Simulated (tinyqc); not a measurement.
# Fully depleted semiconductor-on-insulator film with two gates, non-linear Poisson equation by Newton steps: what changes with what

One dimension across the film, front interface at x = 0, back interface at x = ts. psi is counted from the intrinsic level, n = ni exp(psi/Vt) (source grounded), holes neglected, acceptors ionised. Gates act through Cox = eps0 eox/tox and Cbox = 3.9 eps0/tb with potentials G1 = Vg - (phiM - chi - Vt ln(Nc/ni)) and G2 = Vb - (phiB - chi - Vt ln(Nc/ni)). Classical Boltzmann densities, no interface charge, no depletion in the back plane.

Values chosen for this exercise; band and dielectric values those of a made-up semiconductor:
```
symbol    value   unit                                                                 meaning
T           300      K                                                             temperature
Eg         1.39     eV                                                                band gap
eps_r      12.5                                                          relative permittivity
Nc      3.63e19  cm^-3                                  conduction-band density of states at T
Nv      2.23e19  cm^-3                                     valence-band density of states at T
chi        3.24     eV                                                       electron affinity
eox         7.4         relative permittivity of the gate insulator (close to silicon nitride)
tox         3.8     nm                                                     insulator thickness
ts          5.3     nm                                                          film thickness
tb           11     nm                                      buried-oxide thickness (eps_r 3.9)
Na         1e15  cm^-3                                            acceptor density of the film
phiM       3.47     eV                                         work function of the front gate
phiB       3.29     eV                                         work function of the back plane
Vb         -1.8      V                                                       back-gate voltage
```

Constants: q = 1.602176634e-19 C, kB = 1.380649e-23 J/K, Vt = kB T/q, eps0 = 8.8541878128e-14 F/cm where lengths are in cm. Results are converted to the units shown.

Each table varies one quantity; the others keep the values above.

## Charge against front-gate voltage

ni = sqrt(Nc Nv) exp(-Eg/(2 Vt)), Eg in volts. The Poisson equation eps0 eps_r d2psi/dx2 = q (n + Na), with -eps0 eps_r dpsi/dx = Cox (G1 - psi) at x = 0 and eps0 eps_r dpsi/dx = Cbox (G2 - psi) at x = ts, is solved on 300 equal intervals with half boxes at both ends; N_inv is the trapezoid sum of n. Swing = ln 10/(d ln N_inv/dVg); the last column is (dN_inv/dVb)/(dN_inv/dVg).

Charge against front-gate voltage:
columns A: Vg (V); B: psi front (V); C: psi back (V); D: N_inv (cm^-2); E: centroid/ts; F: swing (mV/decade); G: q dN_inv/dVg over Cox; H: back/front leverage
```
A         B       C        D       E       F        G      H
0.04  0.284  0.0971   2.63e5   0.137    70.2  8.03e-7  0.179
0.19  0.414   0.210   3.62e7   0.126    70.1  1.10e-4  0.178
0.34  0.543   0.322   4.93e9   0.117    71.1   0.0148  0.176
0.49  0.650   0.413  2.84e11   0.107     133    0.457  0.175
0.64  0.695   0.446  1.35e12  0.0975     368    0.787  0.173
0.79  0.718   0.458  2.70e12  0.0890     663    0.873  0.171
0.94  0.733   0.464  4.14e12  0.0819     976    0.909  0.170
1.09  0.744   0.468  5.63e12  0.0760  1.30e3    0.928  0.169
1.24  0.753   0.471  7.14e12  0.0711  1.62e3    0.941  0.168
```

What does the table show?

N_inv passes 1e11 cm^-2 at Vg = 0.441 V. The swing starts at 70.2 mV a decade, against (1 + k) Vt ln 10 = 68.9 for a front channel with k = Cs Cbox/(Cox (Cs + Cbox)) = 0.158, Cs = eps0 eps_r/ts; above threshold this column is no longer a subthreshold swing. The centroid falls from 0.137 to 0.0711 of ts and the leverage of the back gate falls from 0.179 to 0.168. For Vg = 0.64, 0.79, 0.94, 1.09, 1.24 the density at an interface exceeds 0.3 Nc, where Boltzmann statistics fail. In every row the classical centroid lies within 3 nm of an interface, where confinement, left out, would push it away.

## Threshold and coupling against the insulator thickness

VT is the Vg for N_inv = 1e11 cm^-2; -dVT/dVb from the linearised equation. Limits with Cs = eps0 eps_r/ts: front channel Cs Cbox/(Cox (Cs + Cbox)), back channel Cbox (Cox + Cs)/(Cox Cs). Swing at N_inv = 1e8 cm^-2.

The same in every row: centroid/ts at VT = 0.111.

Threshold and coupling against the insulator thickness:
```
tox (nm)  VT (V)  -dVT/dVb  front-channel limit  back-channel limit  swing (mV/decade)
1.9        0.296    0.0949               0.0791               0.241               65.3
2.7        0.357     0.129                0.112               0.280               67.3
3.8        0.441     0.175                0.158               0.332               70.1
5.4        0.563     0.243                0.225               0.409               74.1
7.6        0.730     0.336                0.317               0.514               79.7
11         0.989     0.480                0.458               0.677               88.3
15          1.29     0.649                0.625               0.869               98.4
```

What does the table show?

As tox goes from 1.9 to 15, VT rises from 0.296 to 1.29 V, the centroid stays near 0.111 of ts and -dVT/dVb rises from 0.0949 to 0.649. The coupling covers 9.71 % of the way from the front-channel to the back-channel limit in the first row and 9.81 % in the last.

Range of the model: In so thin a film or at such density quantum confinement moves the charge away from the interfaces and raises the threshold.

Computed by the program tinyqc: `OMP_NUM_THREADS=1 python tinyqc.py 2190056 2190057 out.jsonl`, one thread of a shared Intel Xeon 2.30GHz, about 0.3 s for the whole run.
